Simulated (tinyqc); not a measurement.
Worked calculation: MP2 on RHF in the sto-3g basis, frozen core, for BeH2, spin multiplicity 1. One step of it, computed by the program tinyqc.

Question. Iteration 1: building the Fock matrix. J_ij = sum D_kl (ij|kl), K_ij = sum D_kl (ik|jl); F = H + J - 0.5 K; E = tr D H + tr D J / 2 - 0.25 tr D K + E_nn.

D at the start, lower triangle:
```
            1Be 1s    1Be 2s   1Be 2px    1Be 2py   1Be 2pz     2H 1s     3H 1s
1Be 1s    2.126663
1Be 2s   -0.446809  1.493903
1Be 2px   0.000000  0.000000  0.000000
1Be 2py   0.000000  0.000000  0.000000   1.947404
1Be 2pz  -0.066953  0.250533  0.000000   0.000000  0.042047
2H 1s    -0.055003  0.259899  0.000000   0.024811  0.043677  0.045791
3H 1s    -0.055003  0.259899  0.000000  -0.024811  0.043677  0.045158  0.045791
```

core Hamiltonian H = T + V (hartree), lower triangle:
```
            1Be 1s     1Be 2s    1Be 2px    1Be 2py    1Be 2pz      2H 1s      3H 1s
1Be 1s   -8.659624
1Be 2s   -2.137926  -2.842455
1Be 2px   0.000000   0.000000  -2.296586
1Be 2py   0.000000   0.000000   0.000000  -2.527888
1Be 2pz  -0.004071  -0.033466   0.000000   0.000000  -2.299542
2H 1s    -0.585261  -1.302921   0.000000  -1.328512  -0.154175  -2.238191
3H 1s    -0.585261  -1.302921   0.000000   1.328512  -0.154175  -0.136944  -2.238191
```

Two-electron integrals (ij|kl) in chemists' order, unique and non-zero (hartree):
```
(11|11) 2.298831    (21|11) 0.392036    (21|21) 0.079539    (22|11) 0.570988
(22|21) 0.143041    (22|22) 0.417683    (31|31) 0.014607    (32|31) 0.021888
(32|32) 0.092265    (33|11) 0.569578    (33|21) 0.143083    (33|22) 0.417589
(33|33) 0.449859    (41|41) 0.014607    (42|41) 0.021888    (42|42) 0.092265
(43|43) 0.024249    (44|11) 0.569578    (44|21) 0.143083    (44|22) 0.417589
(44|33) 0.401360    (44|44) 0.449859    (51|51) 0.014607    (52|51) 0.021888
(52|52) 0.092265    (53|53) 0.024249    (54|54) 0.024249    (55|11) 0.569578
(55|21) 0.143083    (55|22) 0.417589    (55|33) 0.401360    (55|44) 0.401360
(55|55) 0.449859    (61|11) 0.105012    (61|21) 0.021284    (61|22) 0.038539
(61|33) 0.038256    (61|41) 0.001903    (61|42) 0.003547    (61|44) 0.039113
(61|51) 0.000215    (61|52) 0.000401    (61|54) 0.000097    (61|55) 0.038267
(61|61) 0.005982    (62|11) 0.227936    (62|21) 0.057793    (62|22) 0.180598
(62|33) 0.174079    (62|41) 0.007558    (62|42) 0.044073    (62|44) 0.193230
(62|51) 0.000854    (62|52) 0.004982    (62|54) 0.002165    (62|55) 0.174323
(62|61) 0.017081    (62|62) 0.111158    (63|31) 0.005637    (63|32) 0.025512
(63|43) 0.007884    (63|53) 0.000891    (63|63) 0.011013    (64|11) 0.233831
(64|21) 0.060068    (64|22) 0.197011    (64|33) 0.185367    (64|41) 0.012400
(64|42) 0.068924    (64|44) 0.219857    (64|51) 0.000765    (64|52) 0.004907
(64|54) 0.003007    (64|55) 0.185606    (64|61) 0.018669    (64|62) 0.138646
(64|64) 0.179987    (65|11) 0.026432    (65|21) 0.006790    (65|22) 0.022270
(65|33) 0.020953    (65|41) 0.000765    (65|42) 0.004907    (65|44) 0.023070
(65|51) 0.005723    (65|52) 0.026066    (65|54) 0.008123    (65|55) 0.022763
(65|61) 0.002110    (65|62) 0.015672    (65|64) 0.019100    (65|65) 0.013172
(66|11) 0.392469    (66|21) 0.101377    (66|22) 0.352524    (66|33) 0.326935
(66|41) 0.016500    (66|42) 0.120594    (66|44) 0.402451    (66|51) 0.001865
(66|52) 0.013632    (66|54) 0.008536    (66|55) 0.327900    (66|61) 0.030955
(66|62) 0.269114    (66|64) 0.358084    (66|65) 0.040477    (66|66) 0.774606
(71|11) 0.105012    (71|21) 0.021284    (71|22) 0.038539    (71|33) 0.038256
(71|41) -0.001903   (71|42) -0.003547   (71|44) 0.039113    (71|51) 0.000215
(71|52) 0.000401    (71|54) -0.000097   (71|55) 0.038267    (71|61) 0.005454
(71|62) 0.014431    (71|64) 0.014363    (71|65) 0.001792    (71|66) 0.024881
(71|71) 0.005982    (72|11) 0.227936    (72|21) 0.057793    (72|22) 0.180598
(72|33) 0.174079    (72|41) -0.007558   (72|42) -0.044073   (72|44) 0.193230
(72|51) 0.000854    (72|52) 0.004982    (72|54) -0.002165   (72|55) 0.174323
(72|61) 0.014431    (72|62) 0.061142    (72|64) 0.059972    (72|65) 0.008485
(72|66) 0.110378    (72|71) 0.017081    (72|72) 0.111158    (73|31) 0.005637
(73|32) 0.025512    (73|43) -0.007884   (73|53) 0.000891    (73|63) 0.004974
(73|73) 0.011013    (74|11) -0.233831   (74|21) -0.060068   (74|22) -0.197011
(74|33) -0.185367   (74|41) 0.012400    (74|42) 0.068924    (74|44) -0.219857
(74|51) -0.000765   (74|52) -0.004907   (74|54) 0.003007    (74|55) -0.185606
(74|61) -0.014363   (74|62) -0.059972   (74|64) -0.055781   (74|65) -0.008184
(74|66) -0.105803   (74|71) -0.018669   (74|72) -0.138646   (74|74) 0.179987
(75|11) 0.026432    (75|21) 0.006790    (75|22) 0.022270    (75|33) 0.020953
(75|41) -0.000765   (75|42) -0.004907   (75|44) 0.023070    (75|51) 0.005723
(75|52) 0.026066    (75|54) -0.008123   (75|55) 0.022763    (75|61) 0.001792
(75|62) 0.008485    (75|64) 0.008184    (75|65) 0.006124    (75|66) 0.015727
(75|71) 0.002110    (75|72) 0.015672    (75|74) -0.019100   (75|75) 0.013172
(76|11) 0.023237    (76|21) 0.005746    (76|22) 0.016189    (76|33) 0.015909
(76|44) 0.016682    (76|51) 0.000164    (76|52) 0.000779    (76|55) 0.015966
(76|61) 0.001558    (76|62) 0.007226    (76|64) 0.008010    (76|65) 0.001110
(76|66) 0.014542    (76|71) 0.001558    (76|72) 0.007226    (76|74) -0.008010
(76|75) 0.001110    (76|76) 0.000645    (77|11) 0.392469    (77|21) 0.101377
(77|22) 0.352524    (77|33) 0.326935    (77|41) -0.016500   (77|42) -0.120594
(77|44) 0.402451    (77|51) 0.001865    (77|52) 0.013632    (77|54) -0.008536
(77|55) 0.327900    (77|61) 0.024881    (77|62) 0.110378    (77|64) 0.105803
(77|65) 0.015727    (77|66) 0.199338    (77|71) 0.030955    (77|72) 0.269114
(77|74) -0.358084   (77|75) 0.040477    (77|76) 0.014542    (77|77) 0.774606
```

nuclear repulsion = 3.36941735 hartree

Give: Coulomb J; exchange K; Fock matrix F; total energy of this density.

Answer.

Coulomb J (hartree), lower triangle:
```
         1Be 1s  1Be 2s  1Be 2px  1Be 2py  1Be 2pz  2H 1s  3H 1s
1Be 1s    6.804
1Be 2s    1.333   2.778
1Be 2px   0.000   0.000    2.732
1Be 2py   0.000   0.000    0.000    2.857
1Be 2pz   0.011   0.055    0.000    0.000    2.734
2H 1s     0.360   1.205    0.000    1.312    0.159  2.340
3H 1s     0.360   1.205    0.000   -1.312    0.159  0.112  2.340
```

exchange K (hartree), lower triangle:
```
         1Be 1s  1Be 2s  1Be 2px  1Be 2py  1Be 2pz  2H 1s  3H 1s
1Be 1s    4.687
1Be 2s    0.826   1.045
1Be 2px   0.000   0.000    0.225
1Be 2py   0.000   0.000    0.000    1.129
1Be 2pz   0.007   0.150    0.000    0.000    0.248
2H 1s     0.239   0.571    0.000    0.574    0.090  0.720
3H 1s     0.239   0.571    0.000   -0.574    0.090  0.051  0.720
```

Fock matrix F (hartree), lower triangle:
```
         1Be 1s  1Be 2s  1Be 2px  1Be 2py  1Be 2pz   2H 1s   3H 1s
1Be 1s   -4.199
1Be 2s   -1.218  -0.587
1Be 2px   0.000   0.000    0.323
1Be 2py   0.000   0.000    0.000   -0.236
1Be 2pz   0.003  -0.054    0.000    0.000    0.311
2H 1s    -0.345  -0.384    0.000   -0.303   -0.040  -0.258
3H 1s    -0.345  -0.384    0.000    0.303   -0.040  -0.051  -0.258
```

total energy of this density = -15.11511 hartree
